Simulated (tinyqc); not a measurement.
Inside a calculation. Model: energy and delay of logic against supply voltage.

tinyqc, about 0.01 s, one thread, Intel Xeon 2.30GHz (shared host): `OMP_NUM_THREADS=1 python tinyqc.py 2082033 2082034 out.jsonl` Printed values are rounded.

One expression serves below and above threshold: I(Vg) = Ik [ln(1 + exp((Vg - VT + dd V)/(al nf Vt)))]^al, with I_on = I(V) and I_off = I(0). Gate delay td = kd C V/I_on, clock period LD td. Per gate and cycle the switching energy is act C V^2 and the leakage energy I_off V LD td. No short-circuit current, no variation. Minima are sought above 0.09 V; below a few Vt gates no longer switch and the model has no meaning.

Values chosen for this exercise; values of the order met in logic technologies: temperature T = 358 K; threshold voltage at zero drain bias VT = 0.23 V; slope factor nf = 1.11; barrier lowering per volt of supply dd = 0.04; specific current of a gate Ik = 0.66 uA; exponent of the current law al = 1.71; load capacitance of a gate C = 0.96 fF; delay factor kd = 0.9; logic depth LD = 12; activity factor act = 0.05; supply voltage V = 0.52 V.

Constants: q = 1.602176634e-19 C, kB = 1.380649e-23 J/K, Vt = kB T/q. Results are converted to the units shown.

## Currents, delay and energies

I_on, I_off, td, clock frequency 1/(LD td), both energies and their sum.

I_on = 11.47689 uA
I_off = 1.432366 nA
td = 39.14649 ps
clock frequency = 2.128756 GHz
switching energy = 12.97920 aJ
leakage energy = 0.3498900 aJ
energy = 13.32909 aJ

I_on/I_off = 8010; leakage makes up 2.63 % of the energy.

## Starting value

V = 0.18 V.

V at the start = 0.18 V

## Iteration 1: new V

Minimum-energy supply: E(V) is the energy per gate and cycle; with h = 0.001 V, E' = (E(V + h) - E(V - h))/(2 h), E'' = (E(V - h) - 2 E(V) + E(V + h))/h^2, V(new) = V - E'/E''.

E' = -13.95977 aJ/V
E'' = 511.9138 aJ/V^2
V after iteration 1 = 0.2072698 V

## Iteration 2: new V

As before.

E' = -1.246472 aJ/V
E'' = 415.2077 aJ/V^2
V after iteration 2 = 0.2102718 V

## Course of the iteration

Stop when the step is below 1e-9 V, or after 40 iterations.

Course of the iteration:
```
iteration  V before the step (V)   step (V)
1                           0.18     0.0273
2                      0.2072698    3.00e-3
3                      0.2102718    4.36e-5
4                      0.2103154    9.07e-9
5                      0.2103154  -1.43e-14
```

Converged in 5 iterations. There leakage makes up 43.9 % of the energy and the clock runs at 127 MHz.
